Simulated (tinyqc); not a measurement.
Leakage currents through a thin dielectric: one step, computed by the program tinyqc.

Electrons leave an electrode with Fermi energy E_F above its band bottom; barriers are counted from the Fermi level, and both electrodes are alike.

Task: Transmission at the Fermi level. Field F = V/t; equivalent oxide thickness 3.9 t/k. WKB: a layer of mass m, field F and barrier b(x) = b_0 - e F x gives the exponent (4 sqrt(2 m)/(3 hbar e F)) [b_0^(3/2) - max(b_0 - e F t, 0)^(3/2)] for b_0 > 0; b_0 = barrier - (E - E_F); the transmission is D(E) = exp(-sum of exponents), without image force.

Inputs (values chosen for the exercise, modelled on SiO2):

| quantity | value | unit |
|---|---|---|
| barrier height phi_B | 3.09 | eV |
| tunnelling mass m | 0.36 | m_0 |
| thickness t | 11 | nm |
| voltage V | 6.4 | V |

Stack: single layer.

Constants: m_0 = 9.1093837015e-31 kg; e = 1.602176634e-19 C; hbar = 1.054571817e-34 J s.

Give: exponent of the dielectric; transmission D(E_F).

Result:

exponent of the dielectric = 38.26

transmission D(E_F) = 2.413e-17
